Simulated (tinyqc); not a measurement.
Two coupled magnetic layers: synthetic antiferromagnet, spin flop, exchange bias and magnetoresistance. Changing the field over the saturation field. Computed by tinyqc, a small Python program. Command: `OMP_NUM_THREADS=1 python tinyqc.py 3010378 3010379 out.jsonl saf sweep`. One thread of a shared host (Intel(R) Xeon(R) Processor @ 2.30GHz), about 1 s of CPU time with the checks.

Moments lie in the plane at the angles p1, p2 from the field. Energy per area: E = J1 cos(p1 - p2) + J2 cos^2(p1 - p2) - B M_s (t1 cos p1 + t2 cos p2) + K (t1 sin^2 p1 + t2 sin^2 p2).

Inputs (values chosen for the exercise, for a model stack): saturation magnetisation M_s = 885 kA/m; thickness t1 = 4.9 nm; thickness t2 = 3.9 nm; antiferromagnetic coupling J1 = 0.27 mJ/m^2; biquadratic coupling J2 = 0 mJ/m^2; in-plane anisotropy K = 15 kJ/m^3; spin polarisation P1 = 0.71; spin polarisation P2 = 0.6; resistance-area product, parallel = 24 ohm micrometre^2.

Field direction: along the easy axis.

Method:
- The parallel state is stable while the Hessian at p1 = p2 = 0 is positive: with c = J1 + 2 J2 and u = B M_s + 2K, (u t1 - c)(u t2 - c) > c^2, so B_sat M_s = c (1/t1 + 1/t2) - 2K. B_K = 2K/M_s.
- The lowest minimum of E over both angles (from five starts; of two mirror images the one with p1 >= 0, and for equal layers |p1| <= |p2|).
- Julliere: TMR = 2 P1 P2/(1 - P1 P2). Conductance G(theta) = G0 (1 + P1 P2 cos theta), so RA(theta) = RA_P (1 + P1 P2)/(1 + P1 P2 cos theta); theta = p2 for the layer next to the barrier.

One run for each value:
```
field over the saturation field  m/m_sat along B  p1 (degrees)  p2 (degrees)  RA at this field (ohm micrometre^2)
0.05                                     0.11364         0.000       -180.00                               59.624
0.16                                     0.11364         0.000       -180.00                               59.624
0.28                                     0.11364         0.000       -180.00                               59.624
0.39                                     0.11364         0.000       -180.00                               59.624
0.51                                     0.11364         0.000       -180.00                               59.624
0.62                                     0.11364         0.000       -180.00                               59.624
0.74                                     0.72865        35.770        -51.34                               27.030
0.85                                     0.84608        27.880        -37.01                               25.537
0.97                                     0.96945        12.608        -15.98                               24.280
```

Describe the trends.

Over the rows, m/m_sat along B rises from 0.114 to 0.969, flat over part of the range; p1 (degrees) goes from 0 through a maximum among these rows, 35.8 at 0.740, to 12.6; p2 (degrees) lies between -180 and -16.0 without a single trend.

Extremes, crossings and ranges named in words are read from the listed rows.
